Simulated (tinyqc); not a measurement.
Inside a calculation. Model: AlGaN/GaN HEMT with access regions, lumped model.

Numbers from tinyqc (`OMP_NUM_THREADS=1 python tinyqc.py 2570031 2570032 out.jsonl`; about 0.02 s on one thread of a shared Intel Xeon 2.30GHz). Printed values are rounded.

A polarisation-induced electron sheet under a Schottky gate, in series with two ungated access regions and contacts. Drift law v = mu E/(1 + mu E/vs) under the gate. Currents in mA/mm, resistances in ohm mm. No self-heating, no channel-length modulation; fits for polarisation, barrier and offset are chosen for the exercise.

Parameters, values chosen for the exercise; values close to those of AlGaN/GaN structures:

| symbol | value | unit | meaning |
|---|---|---|---|
| x | 0.19 |  | aluminium share of the barrier |
| d | 15 | nm | barrier thickness |
| eps_r | 9.6 |  | relative permittivity of barrier and channel |
| mu | 1500 | cm^2/(V s) | channel mobility |
| vs | 1.3e7 | cm/s | saturation velocity |
| Lg | 0.25 | um | gate length |
| Ls | 1.5 | um | source access length |
| Ld | 16 | um | drain access length |
| Rc | 0.27 | ohm mm | resistance of each contact |
| ft | 0.27 |  | share of the drain-access electrons removed by traps |
| Vg | 0 | V | gate voltage |
| Vd | 10 | V | drain voltage |
| Ec | 2.6 | MV/cm | critical field |
| te | 0.26 | um | depth over which the depleted charge spreads |
| tf | 50 | nm | insulator under the field plate |
| ei | 7 |  | relative permittivity of that insulator |

Constants: q = 1.602176634e-19 C, eps0 = 8.8541878128e-14 F/cm where lengths are in cm. Results are converted to the units shown.

## Polarisation charge, threshold and sheet resistance

sigma = (5e13 x + 1.6e13 x^2) cm^-2, phiB = 0.84 + 1.3 x, dEc = 0.7 (1.71 x + x^2) in volts, Cb = eps0 eps_r/d, VT = phiB - dEc - q sigma/Cb, access density n0 = -Cb VT/q. Rsh = 1/(q mu n0); largest access current q n0 vs.

sigma = 1.00776e13 cm^-2
Cb = 0.566668 uF/cm^2
VT = -2.01500 V
n0 = 7.12679e12 cm^-2
Rsh = 583.854 ohm
q n0 vs = 1484.39 mA/mm

## Iteration 1: drain current

I at the start = 450 mA/mm

Access resistance R(L, n) = L/(q mu n sqrt(1 - (I/(q n vs))^2)); Rs = Rc + R(Ls, n0), Rd = Rc + R(Ld, (1 - ft) n0). Vg' = Vg - I Rs, Vd' = Vd - I (Rs + Rd); with u = Vg' - VT, Vc = vs Lg/mu and w the smaller of Vd' and Vc [sqrt(1 + 2 u/Vc) - 1] (0 if negative), the channel gives (mu Cb/Lg)(u w - w^2/2)/(1 + w/Vc). I(new) = I + 0.5 (channel current - I).

Rs = 1.18903 ohm mm
Rd = 14.3372 ohm mm
Vg' = -0.535063 V
Vd' = 3.01322 V
channel current = 638.690 mA/mm
I after iteration 1 = 544.345 mA/mm

## Iteration 2: drain current

As before.

Rs = 1.21136 ohm mm
Rd = 15.0697 ohm mm
Vg' = -0.659399 V
Vd' = 1.13749 V
channel current = 571.505 mA/mm
I after iteration 2 = 557.925 mA/mm

## Course of the iteration: drain current

Stop when I changes by less than 1e-6 mA/mm, or after 60 iterations. I must stay below q (1 - ft) n0 vs.

Course of the iteration:
```
iteration  I (mA/mm)  |change| (mA/mm)
1            544.345              94.3
2            557.925              13.6
3            559.754              1.83
4            559.998             0.244
5            560.030            0.0324
6            560.034           4.31e-3
7            560.035           5.73e-4
8            560.035           7.62e-5
9            560.035           1.01e-5
10           560.035           1.35e-6
11           560.035           1.79e-7
```

Converged in 11 iterations. At the end each change is about 0.13 times the one before: linear convergence. Of Vd, 7.97 % reaches the channel; the access current is 52 % of its limit.

## On-resistance and breakdown

sigma = (5e13 x + 1.6e13 x^2) cm^-2, phiB = 0.84 + 1.3 x, dEc = 0.7 (1.71 x + x^2) in volts, Cb = eps0 eps_r/d, VT = phiB - dEc - q sigma/Cb, access density n0 = -Cb VT/q. Ron = 2 Rc + Ls/(q mu n0) + Ld/(q mu (1 - ft) n0) + Lg/(mu Cb (Vg - VT)). Off state: a depleted stretch that holds the voltage V has the peak field sqrt(k V), k = 2 q n0/(eps0 eps_r te), so one edge holds V1 = Ec^2/k. The sheet under the plate pinches off at Vf = q n0 (1/Cb + tf/(eps0 ei)); beyond it the gate edge is screened. BV = V1 if Vf >= V1, else Vf + V1, and at most Ec Ld. Specific resistance Ron (Ls + Lg + Ld); figure of merit BV^2 over it.

Ron = 14.3585 ohm mm
Vf = 11.2265 V
V1 = 65.4192 V
BV = 76.6457 V
specific resistance = 2.54864 mohm cm^2
figure of merit = 2.30498 MW/cm^2

The plate raises BV by a factor of 1.17.
